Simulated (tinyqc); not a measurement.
Fermi-level pinning at a metal contact (Cowley-Sze model): unpinning by a thin insulator.

Interface states of density Ds lie behind a thin layer of thickness dl. Neglecting the depletion charge, the barrier for electrons is phi = S (pM - chi) + (1 - S) E0 with S = 1/(1 + q Ds dl/(eps0 ei)); the barrier for holes is Eg - phi.

An inserted insulator of thickness t and permittivity 5.7 damps the metal-induced states, Ds(t) = Ds exp(-t/0.58 nm), and adds t/5.7 to dl/ei.

Parameters, values chosen for the exercise; material values close to those of gallium arsenide:
```
symbol   value         unit                                                    meaning
Eg        1.43           eV                                                   band gap
chi       4.01           eV                                          electron affinity
Ds      2.1e14  cm^-2 eV^-1                                density of interface states
E0        0.94           eV  depth of their neutrality level below the conduction edge
dl        0.37           nm                           thickness of the interface layer
ei         3.8                                               its relative permittivity
pM        5.28           eV                                        metal work function
```

Constants: q = 1.602176634e-19 C, eps0 = 8.8541878128e-14 F/cm where lengths are in cm. Results are converted to the units shown.

Result of one run:

| t (nm) | Ds(t) (cm^-2 eV^-1) | S | phi (eV) |
|---|---|---|---|
| 1.2 | 2.653e13 | 0.4036 | 1.073 |

What becomes of these results when the insulator thickness t is changed from 1.2 to 0.3 nm, all else the same?

Result of the changed run:

| t (nm) | Ds(t) (cm^-2 eV^-1) | S | phi (eV) |
|---|---|---|---|
| 0.3 | 1.252e14 | 0.2274 | 1.015 |

The whole series:

| t (nm) | Ds(t) (cm^-2 eV^-1) | S | phi (eV) |
|---|---|---|---|
| 0 | 2.100e14 | 0.2128 | 1.010 |
| 0.3 | 1.252e14 | 0.2274 | 1.015 |
| 0.6 | 7.464e13 | 0.2676 | 1.028 |
| 0.9 | 4.450e13 | 0.3273 | 1.048 |
| 1.2 | 2.653e13 | 0.4036 | 1.073 |
| 1.5 | 1.581e13 | 0.4922 | 1.102 |
| 1.8 | 9.428e12 | 0.5866 | 1.134 |
| 2.1 | 5.620e12 | 0.6786 | 1.164 |
| 2.4 | 3.351e12 | 0.7608 | 1.191 |

S rises from 0.213 to 0.761, and phi rises from 1.01 to 1.19 eV, towards pM - chi = 1.27 eV. The insulator also adds a tunnelling resistance, which is not counted here and sets a best thickness.

Program tinyqc, `OMP_NUM_THREADS=1 python tinyqc.py 2430142 2430143 out.jsonl`; Intel Xeon 2.30GHz, shared host, one thread, about 0.01 s.
